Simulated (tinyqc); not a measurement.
Tuning the Rashba term through the balance point: two-dimensional electron gas with Rashba and Dresselhaus coupling.

H = c k^2/m + al (ky sx - kx sy) + b1 (kx sx - ky sy) + gam kx ky (kx sy - ky sx), s the Pauli matrices, x = [100], c = hbar^2/2m0, b1 = gam (pi/L)^2 (hard walls). H = c k^2/m + B.s, so E = c k^2/m -/+ |B| and the lower state has its spin along -B.

Constants: hbar^2/2m0 = 3.80998211 eV angstrom^2.

Inputs chosen for the exercise (of the size met in InSb; the results hold for these values, not for the real material):
- m = 0.0151 m0 (mass)
- gam = 281.7 eV angstrom^3 (bulk Dresselhaus constant)
- L = 179 angstrom (width of the (001) well)
- n = 4.6 1e11/cm^2 (sheet density (one subband filled))

al = f (b1 - b3) at k0 = sqrt(2 pi n), b3 = gam k0^2/4. Helix wavelength along [110]: 2 pi c/(m |al + b1 - b3|). Dyakonov-Perel rates are proportional to the mean squares of the first harmonics: for spin along z, al^2 + (b1 - b3)^2; for the most protected in-plane spin, (al - (b1 - b3))^2/2 (third harmonic left out); both are given over (b1 - b3)^2.

Against f:
```
f     al (meV angstrom)  wavelength (micron)  rate, z  rate, in plane
0.00              0.000                2.387    1.000          0.5000
0.25             16.604                1.910    1.062          0.2812
0.50             33.209                1.591    1.250          0.1250
0.75             49.813                1.364    1.562          0.0312
0.90             59.776                1.256    1.810          0.0050
1.00             66.417                1.193    2.000          0.0000
1.25             83.022                1.061    2.562          0.0312
2.00            132.835                0.796    5.000          0.5000
```

What can be read from this table?

At f = 1, al = 66.42 meV angstrom, the first harmonic points along one axis for all k and the listed in-plane rate vanishes; the helix would have wavelength 1.19 micron. But the third harmonic, left out of the table, has b3/(b1 - b3) = 0.31; its mean square, 0.05 in these units against 0.50 for the in-plane rate at f = 0, limits the protection to about the ratio of the two. The uniform z spin still relaxes there, twice as fast as at f = 0.

tinyqc: `OMP_NUM_THREADS=1 python tinyqc.py 1482590 1482591 out.jsonl`; about 0.01 s, one thread, shared Intel(R) Xeon(R) Processor @ 2.30GHz.
